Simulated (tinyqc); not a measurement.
Implant damage, amorphisation by cascade overlap, and solid-phase epitaxial regrowth. Changing the ramp rate. Computed by tinyqc, a small Python program. Command: `OMP_NUM_THREADS=1 python tinyqc.py 3111618 3111619 out.jsonl sper sweep`. One thread of a shared host (Intel(R) Xeon(R) Processor @ 2.30GHz), about 0.02 s of CPU time with the checks.

Range and width of the damage are inputs. Dynamic annealing enters only through the surviving share f.

Inputs (values chosen for the exercise, modelled on arsenic ions in silicon):
```
quantity                           value    unit
atomic density N                    49.9  1/nm^3
ion Z1                                33       -
ion mass M1                         74.9       u
target Z2                             14       -
target mass M2                     28.09       u
ion energy E                          19     keV
displacement energy E_d               14      eV
depth of the damage peak R_d          11      nm
width of the damage profile s_d      7.4      nm
share of defects that survive f     0.54       -
critical displaced share x_c         0.2       -
dose Q                           4.5e+15  1/cm^2
regrowth prefactor v0            4.7e+15    nm/s
regrowth energy E_a                 2.71      eV
anneal temperature                   567       C
rate relative to (100)                 1       -
peak enhancement by the dopant        11       -
```

Constants: a_0 = 0.529177210903 angstrom; e^2/(4 pi eps_0) = 14.39964548 eV angstrom; k_B = 8.617333262e-05 eV/K.

Method:
- Robinson partition: eps = E a M2/(Z1 Z2 (e^2/(4 pi eps_0)) (M1 + M2)), a = 0.8853 a_0/sqrt(Z1^(2/3) + Z2^(2/3)); k = 0.0793 Z1^(2/3) Z2^(1/2) (M1 + M2)^(3/2)/((Z1^(2/3) + Z2^(2/3))^(3/4) M1^(3/2) M2^(1/2)); damage energy T_d = E/(1 + k (eps + 0.40244 eps^(3/4) + 3.4008 eps^(1/6))); displacements nu = 0.8 T_d/(2 E_d).
- Displaced share x(z) = f nu Q exp(-(z - R_d)^2/(2 s_d^2))/(sqrt(2 pi) s_d N); the layer is amorphous where x > x_c, between R_d -/+ s_d sqrt(2 ln(x_max/x_c)), the upper edge being cut at the surface. Threshold dose Q_c = Q x_c/x_max.
- v = v0 x orientation factor x exp(-E_a/(k_B T)) x [1 + (enhancement - 1) exp(-(z - R_d)^2/(2 s_d^2))], T = anneal temperature + 273.15 K; the dopant is taken to follow the damage profile; the lower front moves from the lower edge z2 to the surface, or to the middle (z1 + z2)/2 of a buried layer with upper edge z1; time = int dz/v; the equivalent undoped distance is that time times the undoped velocity.
- On a linear ramp from 200 C regrowth ends at the T_f where int v_undoped dT/(ramp rate) equals the equivalent undoped distance.

One run for each value:
```
ramp rate (K/s)  temperature at which regrowth ends (C)
0.1                                               527.7
0.4                                               555.6
2                                                 590.4
7                                                 619.5
30                                                655.8
100                                               688.1
600                                               740.5
2000                                              778.8
10000                                             834.8
```

What does the table show, and why?

Over the rows, temperature at which regrowth ends (C) rises from 528 to 835 (exponent d ln y / d ln x 0.037 between the first rows and 0.043 between the last). Each decade of ramp rate adds between 46 and 80 K.

Extremes, crossings and ranges named in words are read from the listed rows.
